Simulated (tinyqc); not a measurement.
Off-state leakage of single and stacked transistors: one step of the calculation.

n-channel devices of unit width. Subthreshold current I(Vg, Vs, Vd) = I0 (T/300 K)^0.5 exp[(Vg - Vs - VT(T) - gb (Vs - Vb) + dd (Vd - Vs))/(nf Vt)] (1 - exp(-(Vd - Vs)/Vt)), VT(T) = VT - cT (T - 300 K). Gate-edge tunnelling Ig (Vd/1 V) exp(ag (Vd - 1 V)), for a gate at 0 V, and band-to-band leakage Ab u exp(-Bb/u), u = Vd - Vb + 1 V, flow at a drain held at V; both are taken as independent of T. In a stack of off transistors (all gates at 0 V) the same subthreshold current passes through each.

Task. New Vx. Stack of two, Vx the node between them: I_low = I(0, 0, Vx), I_up = I(0, Vx, V), f = ln(I_up/I_low), f' = -(1 + gb + 2 dd)/(nf Vt) - 1/(Vt (exp(Vx/Vt) - 1)) - 1/(Vt (exp((V - Vx)/Vt) - 1)), Vx(new) = Vx - f/f'.

Parameters, values chosen for the exercise; values of the order met in bulk silicon logic transistors: temperature T = 378 K; supply voltage V = 0.8 V; threshold at 300 K, zero drain and body bias VT = 0.32 V; fall of the threshold with temperature cT = 0.7 mV/K; current at threshold at 300 K I0 = 0.3 uA/um; slope factor nf = 1.29; drain-induced lowering per volt dd = 0.12; rise of the threshold per volt of source-body bias gb = 0.18; body voltage Vb = 0 V.

Constants: q = 1.602176634e-19 C, kB = 1.380649e-23 J/K, Vt = kB T/q. Results are converted to the units shown.

Vx at the start = 0.068 V

Find: I_low; I_up; f; f'; Vx after iteration 1.

Result.

I_low = 0.64733 nA/um
I_up = 0.72916 nA/um
f = 0.11905
f' = -38.139 1/V
Vx after iteration 1 = 0.071121 V

Program tinyqc, `OMP_NUM_THREADS=1 python tinyqc.py 2242167 2242168 out.jsonl`; Intel Xeon 2.30GHz, shared host, one thread, about 0.04 s.
